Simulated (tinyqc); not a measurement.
Resistance of a source-drain extension with a graded tip: two steps of the calculation.

y runs along the channel, the gate covers y > 0. The doping is N0 for y < y0 and N0 10^(-(y - y0)/la) beyond, uniform over the depth xj. Sheet conductance s(y) = q mu(N) max(N - Nch, 0) xj + (for y > 0) ma Cox Vo, with mu(N) = u0 + (u1 - u0)/(1 + (N/Nr)^au) and Cox = eps0 eox/tox. Current is taken as one-dimensional; depletion of the tip, spreading and the contact are left out. The metallurgical junction lies at yj, where N = Nch.

Parameters, values chosen for the exercise; mobility law close to that of electrons in silicon: relative permittivity of the gate insulator (close to aluminium oxide) eox = 9.17; insulator thickness tox = 9.2 nm; active doping of the extension far from the gate N0 = 1.4e20 cm^-3; lateral abruptness la = 1.8 nm/decade; position under the gate where the fall begins (gate edge at 0) y0 = 1.3 nm; depth of the extension xj = 12 nm; channel doping Nch = 3.4e17 cm^-3; gate overdrive Vo = 0.7 V; mobility of the gate-induced layer ma = 210 cm^2/(V s); mobility at low doping u1 = 1414 cm^2/(V s); mobility at high doping u0 = 68.5 cm^2/(V s); reference doping Nr = 9.2e16 cm^-3; exponent au = 0.711; gate length Lg = 50 nm.

Constants: q = 1.602176634e-19 C, eps0 = 8.8541878128e-14 F/cm where lengths are in cm. Results are converted to the units shown.

Problem 1. Sheet resistances and junction position. yj = y0 + la log10(N0/Nch); sheet resistance of the full extension 1/[q mu(N0)(N0 - Nch) xj] and of the gate-induced layer 1/(ma Cox Vo); metallurgical length Lg - 2 yj; ye is where the doped and the gate-induced conductances are equal.

Give: yj; sheet resistance of the extension; sheet resistance of the induced layer; metallurgical length; ye; N at ye.

Solution 1.

yj = 6.0064 nm
sheet resistance of the extension = 491.26 ohm/square
sheet resistance of the induced layer = 7708.2 ohm/square
metallurgical length = 37.987 nm
ye = 3.8893 nm
N at ye = 5.1009e18 cm^-3

The gate takes over 2.12 nm before the junction, where N is still 15.0 times the channel doping.

Problem 2. Resistance of the overlapped part. Midpoint rule on 11 equal steps from 0 to yj: R_ov = sum h/s(y), per width.

Wanted: y; N; doped conductance; sheet resistance; R_ov.

Solution 2.

```
point	y (nm)	N (cm^-3)	doped conductance (uS)	sheet resistance (ohm/square)
0	0.27302	1.4000e20	2035.6	461.83
1	0.81905	1.4000e20	2035.6	461.83
2	1.3651	1.2882e20	1883.5	496.71
3	1.9111	6.4065e19	994.74	889.31
4	2.4572	3.1862e19	540.76	1491.4
5	3.0032	1.5846e19	304.75	2301.6
6	3.5492	7.8807e18	178.38	3245.6
7	4.0953	3.9193e18	107.24	4219.8
8	4.6413	1.9492e18	63.816	5166.7
9	5.1873	9.6941e17	33.990	6107.9
10	5.7334	4.8212e17	10.528	7129.6
```

R_ov = 17.458 ohm um

tinyqc, about 0.03 s, one thread, Intel Xeon 2.30GHz (shared host): `OMP_NUM_THREADS=1 python tinyqc.py 2282178 2282179 out.jsonl`
